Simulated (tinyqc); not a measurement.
Hot carriers by balance equations with a heated Maxwellian. Changing the phonon energy hbar w. Computed by tinyqc, a small Python program. Command: `OMP_NUM_THREADS=1 python tinyqc.py 3000686 3000687 out.jsonl hot sweep`. One thread of a shared host (Intel(R) Xeon(R) Processor @ 2.30GHz), about 0.03 s of CPU time with the checks.

The carriers follow a Maxwellian at an electron temperature T_e, slightly displaced; the drift energy is neglected against k_B T_e. The balance averages the rate, not the time, so mu_0 lies below the relaxation-time value.

Inputs (values chosen for the exercise, modelled on holes in silicon):
```
quantity                                          value       unit
effective mass m                                  0.496        m_0
density rho                                        2329     kg/m^3
sound velocity v_l                                 9250        m/s
acoustic deformation potential D_A                  5.8         eV
optical or intervalley deformation potential D_o    9.3  1e8 eV/cm
final valleys Z_f                                     1          -
lattice temperature T                               300          K
electric field F                                   0.85      kV/cm
iteration cap                                       300          -
```

Band: parabolic. Solver: Newton.

Constants: k_B = 8.617333262e-05 eV/K; k_B = 1.380649e-23 J/K; e = 1.602176634e-19 C; hbar = 1.054571817e-34 J s; m_0 = 9.1093837015e-31 kg; hbar = 6.582119569e-16 eV s.

Method:
- Parabolic band: E = hbar^2 k^2/(2 m), speed v = hbar k/m, states per spin, volume and energy g(E) = m k/(2 pi^2 hbar^2). Masses are multiplied by m_0 and all formulas are in SI units.
- Phonon occupation N_q = 1/(exp(hbar w/(k_B T)) - 1).
- Acoustic deformation potential (elastic, equipartition, absorption and emission together): 1/tau = 2 pi k_B T D_A^2 g(E)/(hbar rho v_l^2).
- Optical or intervalley deformation potential: 1/tau = (pi Z_f D_o^2/(rho w)) [N_q g(E + hbar w) + (N_q + 1) g(E - hbar w)], with g = 0 below the band edge.
- Averages over the Maxwellian, <y> = int y x^(1/2) exp(-x) dx / int x^(1/2) exp(-x) dx with x = E/(k_B T_e), split at x_0 = hbar w/(k_B T_e): 64 Gauss-Legendre points in sqrt(x) below it and 128 in sqrt(x - x_0) above it, up to x = 32. Momentum balance: mu(T_e) = e/(m nu), nu = <x (sum of rates)>/<x>. Power lost per carrier: P(T_e) = hbar w <emission rate - absorption rate> + <(2 m v_l^2/(k_B T)) (E - 2 k_B T) acoustic rate>.
- Energy relaxation time at weak heating: tau_E = (3/2) k_B / (dP/dT_e), the derivative by a central difference of +/- 0.5 K at T_e = T.
- Newton: h(T_e) = P - e mu F^2, T_new = T_e - h/h', with h' by a central difference of +/- 0.5 K, limited to the range T to 3 T_e.
- Start at T_e = 1.5 T; stop when T_e moves by less than 1e-6 K or exceeds 1e6 K.
- v = mu(T_e) F; warm-carrier coefficient (mu/mu_0 - 1)/F^2.

One run for each value; columns: (1) phonon energy hbar w (meV); (2) drift velocity (1e7 cm/s); (3) electron temperature T_e (K); (4) energy relaxation time tau_E (ps):
```
(1)      (2)     (3)     (4)
15   0.00374  300.04  0.1599
21   0.00739  300.08  0.1712
29   0.01424  300.18  0.1909
40   0.02730  300.41  0.2277
56   0.05243  301.06  0.3072
78   0.09031  302.92  0.4944
110  0.12831  308.82  1.0830
150  0.14303  325.10  3.0932
```

What does the table show?

Over the rows, drift velocity (1e7 cm/s) rises from 0.00374 to 0.143 (exponent d ln y / d ln x 2.0 between the first rows and 0.35 between the last); electron temperature T_e (K) rises from 300 to 325 (exponent d ln y / d ln x 4.3e-4 between the first rows and 0.17 between the last); energy relaxation time tau_E (ps) rises from 0.160 to 3.09 (exponent d ln y / d ln x 0.20 between the first rows and 3.4 between the last).

Caution (rows 40.0, 56.0, 78.0, 110): the drift energy m v^2/2 is not small against the heating (3/2) k_B (T_e - T), so T_e - T is rough.
